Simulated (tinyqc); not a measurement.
Charge pumping in an n-channel transistor: two steps of the calculation.

The gate is pulsed from accumulation to inversion and back. Energies E are counted from the intrinsic level; Dit(E) = D0 [1 + b (2 E/Eg)^2]. During each edge the traps near the bands emit their carriers, and those between Eh and Ee recombine once a cycle.

Parameters, values chosen for the exercise; band and dielectric values close to those of silicon: temperature T = 300 K; band gap Eg = 1.14 eV; conduction-band density of states at 300 K Nc = 2.81e19 cm^-3; valence-band density of states at 300 K Nv = 2.66e19 cm^-3; gate area A = 0.25 um^2; trap density at midgap D0 = 1.9e11 cm^-2 eV^-1; rise of the trap density towards the band edges b = 0; cross-section for electrons sn = 2.1e-15 cm^2; cross-section for holes sp = 1.6e-15 cm^2; thermal velocity at 300 K, one nominal value for electrons and holes vth = 1.4e7 cm/s; Vth - Vfb dV = 0.65 V; pulse height Va = 3 V; frequency f = 21000 Hz; rise time tr = 4200 ns; fall time tf = 1500 ns.

Constants: q = 1.602176634e-19 C, kB = 1.380649e-23 J/K, Vt = kB T/q. Results are converted to the units shown.

Task 1. Emission levels. ni = sqrt(Nc Nv) exp(-Eg/(2 Vt)), Eg in volts; emission times te = (dV/Va) tf and th = (dV/Va) tr; Ee = -Vt ln(vth sn ni te), Eh = +Vt ln(vth sp ni th).

Find: ni; te; th; Ee; Eh.

Result 1.

ni = 7.265e9 cm^-3
te = 325.0 ns
th = 910.0 ns
Ee = 0.2475 eV
Eh = -0.2280 eV

The window covers 41.7 % of the gap.

Task 2. Pumped charge and current. Nit = integral of Dit from Eh to Ee = D0 [Ee - Eh + 4 b (Ee^3 - Eh^3)/(3 Eg^2)], Qcp = q A Nit, Icp = f Qcp.

Ee = 0.24754386 eV
Eh = -0.22795617 eV

Wanted: Nit; mean Dit; traps pumped a cycle; Icp.

Result 2.

Nit = 9.035e10 cm^-2
mean Dit = 1.900e11 cm^-2 eV^-1
traps pumped a cycle = 225.9
Icp = 0.7599 pA

Range of the model: The Fermi levels of inversion and accumulation are taken to lie beyond Ee and Eh, the flat tops to fill all traps, and no geometric current is added.

Numbers from tinyqc (`OMP_NUM_THREADS=1 python tinyqc.py 2030125 2030126 out.jsonl`; about 0.01 s on one thread of a shared Intel Xeon 2.30GHz).
